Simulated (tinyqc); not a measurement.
Length of a polyene: Hueckel, PPP and singles CI along the polyenes. Computed by the program tinyqc. Hueckel uses the same beta without repulsion; CIS keeps all single excitations and so misses the low, doubly excited 2Ag state. W is the valence ionisation energy of a centre, MN the Mataga-Nishimoto formula, f the oscillator strength.

All-trans chains of carbon centres 1.40 angstrom apart:
```
parameter,value
"beta (eV), times 1 +/- alternation",-2.240000
alternation,0.100000
W (eV),11.160000
gamma_rr (eV),9.860000
repulsion formula,MN
```

Gaps and excitations (eV):
```
centres,Hueckel gap,PPP orbital gap,bright singlet (CIS),f,lowest triplet (CIS)
2,4.9280,9.9622,7.3409,0.6294,2.5151
4,3.3084,7.8595,5.2958,0.9691,1.7412
6,2.5680,6.8175,4.3551,1.3406,1.3925
8,2.1503,6.2042,3.8097,1.6871,1.2057
10,1.8841,5.8064,3.4575,2.0129,1.0938
12,1.7008,5.5316,3.2147,2.3237,1.0217
```

What does the comparison show, and why?

The Hueckel gap tends to 4 x alternation x |beta| = 0.90 eV for long chains. Exchange opens the PPP orbital gap, and the attraction of electron and hole brings the bright state 2.32 eV below it at 12 centres; the triplet lies 2.19 eV lower still.
